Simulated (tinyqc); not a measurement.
# Anisotropic wet etching of Si(100): plane rates, V-grooves, membranes and undercut, step by step

A worked calculation. Computed by tinyqc, a small Python program that keeps every step. Command: `OMP_NUM_THREADS=1 python tinyqc.py 3014914 3014915 out.jsonl wetetch walk`. One thread of a shared host (Intel(R) Xeon(R) Processor @ 2.30GHz), about 0.01 s of CPU time with the checks. Intermediate numbers are printed to about 6 digits and carried at full precision; extremes and crossings named in words are read from the listed rows.

A long slot opens the mask on a (100) wafer. The floor etches at R100; (111) walls stand at theta = arctan(sqrt2) = 54.7356 degrees to the surface and recede at R111 along their normal.

Inputs (values chosen for the exercise, close to those used for tetramethylammonium hydroxide solutions):

| quantity | value | unit |
|---|---|---|
| prefactor k0 of the (100) rate | 6.4e+08 | um/min |
| activation energy of (100), E | 0.621 | eV |
| ratio (100)/(111) at 80 C | 40 | - |
| extra energy of (111), dE | 0.1 | eV |
| ratio (100)/oxide at 80 C | 5500 | - |
| extra energy of the oxide, dE_ox | 0.27 | eV |
| corner undercut rate over (100) rate, c | 2.2 | - |
| bath temperature T | 60 | C |
| width w (mask opening along <110>, or membrane width in the design step) | 360 | um |
| misalignment of the mask | 2 | degrees |
| etch time t | 28 | min |
| wafer thickness d | 380 | um |
| membrane thickness wanted | 32 | um |

Constants: k_B = 8.617333262e-05 eV/K.

## Rates

R100 = k0 exp(-E/(k_B T)); a ratio given at 80 C scales as exp[(extra energy/k_B)(1/T - 1/353.15 K)]; R111 and R_ox follow by division. Temperatures in kelvin are T(C) + 273.15.

R100 = 0.258170 um/min

R111 = 0.00529875 um/min

R_ox = 2.75567e-05 um/min

anisotropy R100/R111 = 48.7228

## Shape after the time t

A misaligned edge exposes ledges and adds R100 sin(misalignment) to the lateral rate (a simple estimate): u = R111/sin(theta) + R100 sin(misalignment). Top width W = w + 2 u t; floor width b = W - 2 z/tan(theta) = W - sqrt2 z. The floor lasts until b = 0, at t_V = w/(sqrt2 R100 - 2u); depth z = R100 t before t_V and W/sqrt2 after.

lateral rate u = 0.0154996 um/min

time t_V to close the V = 1077.49 min

top width W = 360.868 um

depth z = 7.22877 um

floor width b = 350.645 um

The floor remains; undercut per side is 0.434 um, 6.00 % of the depth.

## Designing a membrane from the back side

Etch depth d - membrane, time = depth/R100; for a membrane as wide as w the opening must be w + sqrt2 depth - 2 u time; oxide mask consumed R_ox x time; a 1 K error changes the depth by the fraction E/(k_B T^2); a convex mask corner, such as that of a mesa, would retreat by c x depth.

time to reach the membrane = 1347.95 min

opening needed = 810.361 um

oxide consumed = 37.1450 nm

depth error per kelvin = 22.5953 um

retreat of a convex corner = 765.6 um

The error per kelvin is 71 % of the membrane, so a timed etch cannot hold it and an etch stop is needed. A corner retreat larger than the depth shows why mesas need compensation structures. Caution: rates also depend on concentration, doping, additives and stirring, all held fixed here.

## Speed against selectivity over temperature

Each row etches to the depth d - membrane; undercut per side = (R111/sin(theta) + R100 sin(misalignment)) x time.

Etching to a fixed depth:

| T (C) | R100 (um/min) | R100/R111 | time (h) | undercut (um) | oxide consumed (nm) |
|---|---|---|---|---|---|
| 30 | 0.03036 | 68.7761 | 191.068 | 18.3421 | 14.645 |
| 40 | 0.06485 | 60.8623 | 89.435 | 19.1479 | 20.372 |
| 50 | 0.13219 | 54.2682 | 43.876 | 19.9988 | 27.765 |
| 60 | 0.25817 | 48.7228 | 22.466 | 20.8927 | 37.145 |
| 70 | 0.48492 | 44.0198 | 11.961 | 21.8273 | 48.857 |
| 80 | 0.87889 | 40.0000 | 6.599 | 22.8003 | 63.273 |
| 90 | 1.54160 | 36.5395 | 3.762 | 23.8094 | 80.783 |
| 100 | 2.62380 | 33.5406 | 2.211 | 24.8523 | 101.797 |

From 30 to 100 C the time falls by a factor 86.4, while the oxide loss grows by 6.95 and the undercut by 1.35: the slower planes and the mask have the higher activation energies, so heat costs selectivity. Misalignment gives 12.1 um of the undercut at any T.

Checks made by the program: depth against time integration (relative difference below 1e-10).
